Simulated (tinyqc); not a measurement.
Kinetic Monte Carlo and master equation for a particle on a ring of sites with traps and bias: one step, computed by the program tinyqc. Command: `OMP_NUM_THREADS=1 python tinyqc.py 3012795 3012796 out.jsonl kmc walk`. One thread of a shared host (Intel(R) Xeon(R) Processor @ 2.30GHz), about 0.1 s of CPU time with the checks.

8 sites on a ring, numbered 1 to 8. The saddle between i and i+1 lies at E0 + s b_i and site i at s eps_i; a force F tilts the landscape, with the saddle half-way.

Task: Steady state. Master equation dP/dt = W P, W_(i+1,i) = k right, W_(i-1,i) = k left, columns summing to zero. The steady state is its null vector; drift v = a sum P_i (k right - k left). D = a^2 lambda''(0)/2, where lambda(q) is the leading eigenvalue of W with right hops weighted by exp(q) and left hops by exp(-q). The slowest relaxation rate is minus the real part of the next eigenvalue of W. 1 angstrom = 1e-8 cm.

Inputs (values chosen for the exercise, for a model defect): temperature T = 450 K; site spacing a = 3.4 angstrom.

Disorder: random barriers.

Rates, shares of right hops and mean stays:

| site | k right (1/s) | k left (1/s) | share right | mean stay (s) |
|---|---|---|---|---|
| 1 | 1421782 | 1801543 | 0.4410918 | 3.102386e-07 |
| 2 | 1892987 | 1268619 | 0.5987422 | 3.162949e-07 |
| 3 | 1006375 | 1689063 | 0.3733623 | 3.709973e-07 |
| 4 | 955786 | 897962 | 0.5155966 | 5.394477e-07 |
| 5 | 757818 | 852823 | 0.4705072 | 6.208707e-07 |
| 6 | 931454 | 676182 | 0.5793936 | 6.220317e-07 |
| 7 | 1634220 | 831112 | 0.6628803 | 4.056250e-07 |
| 8 | 2019047 | 1458172 | 0.5806500 | 2.875862e-07 |

Constants: k_B = 8.617333262e-05 eV/K.

Give: occupations P_i; drift velocity v; diffusivity D; slowest relaxation rate.

Result:

occupations P_i: 0.1246  0.1271  0.1330  0.1313  0.1285  0.1205  0.1159  0.1190

drift velocity v = 0.004327 cm/s

diffusivity D = 1.295e-09 cm^2/s

slowest relaxation rate = 6.716e+05 1/s
